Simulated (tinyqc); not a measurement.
Band folding and unfolding in a supercell of a chain: one step. Levels and unfolding weights. Two cases, with inputs chosen for the exercise.

Question. Diagonalise and project each state on the k_m.

A chain with hopping -t and n = 3 sites a supercell. H(K) has v_j on the diagonal, -t between neighbours and -t exp(2 pi i K) on the bond that closes the cell (from the last site to the first of the next cell). The point K holds the n wave vectors k_m = (K + m)/n of the primitive zone, in 2 pi/a, m = 0 to n - 1, with E0 = -2t cos(2 pi k_m). The unfolding weight of a state c on k_m is |sum_j c_j exp(-2 pi i k_m j)|^2/n, j = 0 to n - 1.

Give: levels; weights.

Case 1.

Values chosen: Kq = 0.21 2 pi/(n a) (wave vector in the small zone).

H (eV):
```
                     1          2                    3
1             0.530000  -1.040000  -0.258637+1.007326i
2            -1.040000   0.530000            -1.040000
3  -0.258637-1.007326i  -1.040000            -0.530000
```

Answer.

levels (eV): -1.8096  0.3573  1.9824

weights:
```
     level 1  level 2  level 3
m=0    0.956    0.038    0.006
m=1    0.012    0.032    0.956
m=2    0.032    0.930    0.038
```

The purest state keeps 95.6 % on one k and the most mixed (level 2) 93.0 %; rows and columns each add to one.

Case 2.

Values chosen: Kq = 0.14 2 pi/(n a) (wave vector in the small zone).

H (eV):
```
                     1          2                    3
1             1.780000  -1.930000  -1.230228+1.487091i
2            -1.930000          0            -1.930000
3  -1.230228-1.487091i  -1.930000                    0
```

Answer.

levels (eV): -3.2180  1.3429  3.6550

weights:
```
     level 1  level 2  level 3
m=0    0.981    0.008    0.012
m=1    0.006    0.089    0.905
m=2    0.013    0.903    0.083
```

The purest state keeps 98.1 % on one k and the most mixed (level 2) 90.3 %; rows and columns each add to one.

Computed by tinyqc, one run a case: `OMP_NUM_THREADS=1 python tinyqc.py N N+1 out.jsonl` with N = 1480435, 1481595; one thread of a shared Intel(R) Xeon(R) Processor @ 2.30GHz, about 0.01 s a run at most.
